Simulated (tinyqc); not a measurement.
Order-disorder in a binary alloy on two sublattices: Bragg-Williams and pair (quasi-chemical) approximations: one step, computed by the program tinyqc. Command: `OMP_NUM_THREADS=1 python tinyqc.py 3019507 3019508 out.jsonl order walk`. One thread of a shared host (Intel(R) Xeon(R) Processor @ 2.30GHz), about 0.01 s of CPU time with the checks.

All z = 4 neighbours of a site lie on the other sublattice. B fills the sublattices with x + eta/2 and x - eta/2; energies are per site, from the pure components: u = -z w y with y the probability of an A-B bond taken in one order.

Task: Energy, entropy and site fractions. a = x + eta/2, b = x - eta/2; u = -z w [x (1 - x) + eta^2/4]; s/k_B = [s2(a) + s2(b)]/2, s2(c) = -c ln c - (1 - c) ln(1 - c); gain on ordering = f(eta) - f(0), f = u - T s. Superlattice over fundamental intensity = [eta (f_B - f_A)/2]^2/[(1 - x) f_A + x f_B]^2.

Inputs (values chosen for the exercise, for a model alloy): ordering energy w = (e_AA + e_BB)/2 - e_AB = 49.9 meV; fraction x of B = 0.5; temperature T = 691 K.

Lattice: square (z = 4).

scattering factors f_A, f_B (electrons): 16  55

order parameter eta = 0.9094314

Constants: k_B = 8.617333262e-05 eV/K.

Give: B fraction on its own sublattice; B fraction on the A sublattice; energy u; entropy s; gain on ordering; intensity ratio.

Result:

B fraction on its own sublattice = 0.9547

B fraction on the A sublattice = 0.04528

energy u = -91.17 meV/site

entropy s = 0.1844 k_B/site

gain on ordering = -10.98 meV/site

intensity ratio = 0.2495

The antisite fraction is 0.0453; the dilute estimate exp(-z w/(k_B T)) gives 0.0350. Caution: T is near or above the T_c of the better pair approximation, so the true long-range order is lower than Bragg-Williams gives.
